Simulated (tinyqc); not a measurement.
Which input was changed? Model: Hall effect and magnetoresistance of several carrier groups with constant relaxation times. Computed by tinyqc, a small Python program. Command: `OMP_NUM_THREADS=1 python tinyqc.py 3009678 3009679 out.jsonl hall2 which`. One thread of a shared host (Intel(R) Xeon(R) Processor @ 2.30GHz), about 0.04 s of CPU time with the checks.

Group 1 has charge -e and group 2 charge +e; s_i is that sign. B lies along z; mu B is formed with mu in m^2/(V s).

Inputs (values chosen for the exercise, for a model conductor): density n1 = 1.1e+11 1/cm^2; mobility mu1 = 140000 cm^2/(V s); density n2 = 1.1e+11 1/cm^2; mobility mu2 = 19000 cm^2/(V s); magnetic field B = 0.097 T.

Carriers: compensated semimetal. Densities: per area (a thin layer).

Constants: e = 1.602176634e-19 C.

Method. sigma_xx = sum n_i e mu_i/(1 + mu_i^2 B^2); sigma_xy = sum s_i n_i e mu_i^2 B/(1 + mu_i^2 B^2). rho_xx = sigma_xx/(sigma_xx^2 + sigma_xy^2); Hall coefficient R_H = sigma_xy/(B (sigma_xx^2 + sigma_xy^2)), with B in V s/cm^2 (1 T = 1e-4 V s/cm^2); magnetoresistance MR = rho_xx(B)/rho_xx(0) - 1. Apparent density 1/(e |R_H|); Hall mobility |R_H|/rho_xx.

Task: One of these inputs alone was changed, within the range given: density n1 (5.5e+10 to 2.2e+11); mobility mu1 (7e+04 to 2.8e+05); density n2 (5.5e+10 to 2.2e+11); mobility mu2 (9500 to 3.8e+04). Which one, and to what value?

Results:
```
run     magnetoresistance MR (%)  sigma at B = 0 (S)  rho_xx (ohm)
before                  25.02794         0.002802207      446.1767
after                   34.64394         0.002930862      459.4005
```

Result:

Each candidate set to reproduce magnetoresistance MR, and what it then gives:
```
candidate                      range searched  value needed  sigma at B = 0 (S)  rho_xx (ohm)
density n1 (1/cm^2)        5.5e+10 to 2.2e+11      6.854e10           0.0018723        719.15
mobility mu1 (cm^2/(V s))    7e+04 to 2.8e+05        193800           0.0037502        359.03
density n2 (1/cm^2)        5.5e+10 to 2.2e+11      1.765e11           0.0030048        448.10
mobility mu2 (cm^2/(V s))     9500 to 3.8e+04         26300           0.0029309        459.40
```

Only mobility mu2 fits every result: it went from 19000 to 26300 cm^2/(V s). The next best candidate, density n2, misses one result by 2.5 %.
